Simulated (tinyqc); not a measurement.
Double-gate transistor below threshold, two-dimensional Poisson equation on a small mesh: course of the iteration: over-relaxation sweep (omega = 1.5).

Half of a symmetric double-gate structure: row 0 is the mid-plane of the body, where the normal field vanishes. Mobile charge is neglected (subthreshold), the body is fully depleted, and potentials are counted from the intrinsic level; rows run upward to the gate, columns from source to drain.

Mesh: rows i = 0..2 in the semiconductor (step hs = tb/2, row 2 on the interface), then 2 step(s) ho = tox/2 up to the gate row 4; columns j = 0..6 (step hy = L/6). Box integration, divided by eps0: up_i = eps hy/h of the interval above row i, dn_i = that of the interval below (0 for row 0), lat_i = (sum of eps h/2 over the intervals above and below)/hy, s_i = -q Na w_i hy/eps0 with w_i the semiconductor height of the box (hs/2 for row 0 and the interface row, hs between, 0 in the insulator). Each free node obeys (up + dn + 2 lat) psi = up psi(above) + dn psi(below) + lat [psi(left) + psi(right)] + s.

Free nodes: rows 0..3, columns 1..5, taken row by row from row 0, left to right. t = (up psi(above) + dn psi(below) + lat [psi(left) + psi(right)] + s)/(up + dn + 2 lat), with the newest neighbours; psi(new) = psi + 1.5 (t - psi).

Stop when the largest change of psi is below 1e-7 V, or after 400 iterations. Fixed values: gate row Vg - Vfb; column 0 at Vbi and the last column at Vbi + Vd in the semiconductor, each running linearly to Vg - Vfb across the insulator.

Values chosen for this exercise; semiconductor permittivity close to that of In0.53Ga0.47As: relative permittivity of the semiconductor eps_r = 13.6; relative permittivity of the insulator eox = 7.5; half the body thickness tb = 8 nm; insulator thickness tox = 3.3 nm; channel length L = 52 nm; acceptor density of the depleted body Na = 6.6e17 cm^-3; potential of the source Vbi = 0.58 V; gate offset Vfb = 0 V; gate voltage Vg = 0.1 V; drain voltage Vd = 0.3 V.

Constants: q = 1.602176634e-19 C, eps0 = 8.8541878128e-14 F/cm where lengths are in cm. Results are converted to the units shown.

psi at the start (fixed values on the edges, free nodes at the gate value) (V):
```
	j=0	j=1	j=2	j=3	j=4	j=5	j=6
row 0	0.580000	0.100000	0.100000	0.100000	0.100000	0.100000	0.880000
row 1	0.580000	0.100000	0.100000	0.100000	0.100000	0.100000	0.880000
row 2	0.580000	0.100000	0.100000	0.100000	0.100000	0.100000	0.880000
row 3	0.340000	0.100000	0.100000	0.100000	0.100000	0.100000	0.490000
row 4	0.100000	0.100000	0.100000	0.100000	0.100000	0.100000	0.100000
```

```
row	up	dn	lat	s (V)
0	29.4667	0	3.13846	-0.207008
1	29.4667	29.4667	6.27692	-0.414017
2	39.3939	29.4667	3.85240	-0.207008
3	39.3939	39.3939	1.42788	0
```

Course of the iteration:
```
iteration	psi at row 0, j = 3 (V)	largest |change| of one entry (V)
1	0.0911146	0.149
2	0.0787377	0.137
3	0.0759842	0.0585
4	0.0863227	0.0401
5	0.103621	0.0276
6	0.117001	0.0134
7	0.120407	6.19e-3
8	0.118102	3.99e-3
9	0.116605	2.17e-3
...	...	...
14	0.116030	7.91e-5
15	0.116050	8.38e-5
16	0.116058	3.23e-5
17	0.116066	8.01e-6
18	0.116065	7.80e-6
19	0.116063	2.97e-6
20	0.116063	1.20e-6
21	0.116063	4.47e-7
22	0.116063	9.71e-8
```

Did this iteration meet its convergence test, and what does its course show?

Yes. Converged in 22 iterations. The changes do not fall evenly; from iteration 17 to 22 they shrink by a factor of 2.4 a step on average.

tinyqc, about 0.09 s, one thread, Intel Xeon 2.30GHz (shared host): `OMP_NUM_THREADS=1 python tinyqc.py 2480096 2480097 out.jsonl`
